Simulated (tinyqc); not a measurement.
## Long-channel MOSFET, surface-potential model: effect of the temperature

n-channel transistor on a uniformly doped p-type body, gradual-channel approximation, constant mobility, Boltzmann statistics, full ionisation. Potentials are counted from the neutral body; V is the electron quasi-Fermi potential, Vsb at the source and Vsb + Vds at the drain. Charges are magnitudes per area.

Nc and Nv are given at 300 K and scale as (T/300 K)^1.5; Eg, Vfb and mu are held fixed. ni = sqrt(Nc Nv) exp(-Eg/(2 Vt)), Eg in volts; phiF = Vt ln(Na/ni); Cox = eps0 eox/tox; gamma = sqrt(2 q eps0 eps_r Na)/Cox. The surface potential psi at channel potential V solves Vgs + Vsb - Vfb - psi = gamma sqrt(G), G = psi - Vt + Vt exp((psi - 2 phiF - V)/Vt). Charge sheet: Qi = Cox gamma [sqrt(G) - sqrt(psi - Vt)]; I = mu (W/L) [integral of Qi dpsi from psi_0 to psi_L (drift) + Vt (Qi0 - QiL) (diffusion)], with psi_0 at V = Vsb and psi_L at V = Vsb + Vds. VT = Vfb + 2 phiF + gamma sqrt(2 phiF + Vsb), m = 1 + gamma/(2 sqrt(2 phiF + Vsb)). The swing is 20 mV/log10[I(VT - 0.14 V)/I(VT - 0.16 V)] of the charge-sheet current at the given Vds.

Inputs (values chosen for the exercise); material values those of a made-up semiconductor:

| symbol | value | unit | meaning |
|---|---|---|---|
| Eg | 0.96 | eV | band gap |
| eps_r | 13.1 |  | relative permittivity of the semiconductor |
| Nc | 2.97e19 | cm^-3 | conduction-band density of states at the reference temperature |
| Nv | 2.46e19 | cm^-3 | valence-band density of states at the reference temperature |
| Na | 2.4e16 | cm^-3 | acceptor density of the body |
| eox | 3.94 |  | relative permittivity of the gate insulator |
| tox | 25 | nm | insulator thickness |
| Vfb | -0.85 | V | flat-band voltage |
| mu | 360 | cm^2/(V s) | channel mobility |
| W | 5 | um | gate width |
| L | 10 | um | gate length |
| Vsb | 0 | V | source-body reverse bias |
| Vgs | 0.28 | V | gate-source voltage |
| Vds | 1.2 | V | drain-source voltage |

Constants: q = 1.602176634e-19 C, kB = 1.380649e-23 J/K, Vt = kB T/q, eps0 = 8.8541878128e-14 F/cm where lengths are in cm. Results are converted to the units shown.

The same in every row: gamma (V^0.5) = 0.6768.

Result of one run:
```
T (K)  VT (V)      m  swing (mV/decade)  I at Vgs, Vds (uA)
280    0.3114  1.428              84.26            0.003271
```

What becomes of these results when the temperature T is changed from 280 to 340 K, all else the same?

Result of the changed run:
```
T (K)  VT (V)      m  swing (mV/decade)  I at Vgs, Vds (uA)
340    0.1834  1.462              107.4             0.05985
```

The whole series:
```
T (K)  VT (V)      m  swing (mV/decade)  I at Vgs, Vds (uA)
220    0.4320  1.401              63.92            1.883e-5
250    0.3726  1.414              73.83            3.371e-4
280    0.3114  1.428              84.26            0.003271
310    0.2483  1.444              95.39             0.01796
340    0.1834  1.462              107.4             0.05985
```

As T goes from 220 to 340 K, VT falls from 0.432 to 0.183 V, the swing rises from 63.9 to 107 mV a decade and the current rises from 1.88e-5 to 0.0599 uA. The swing is 4.5 % above m Vt ln 10 in the first row and 8.9 % above it in the last. The gate voltage is below VT in 3 of the 5 rows. In every row the mobility is held fixed, though a real channel mobility changes with T and would alter the trend of the current.

Numbers from tinyqc (`OMP_NUM_THREADS=1 python tinyqc.py 2360032 2360033 out.jsonl`; about 0.04 s on one thread of a shared Intel Xeon 2.30GHz).
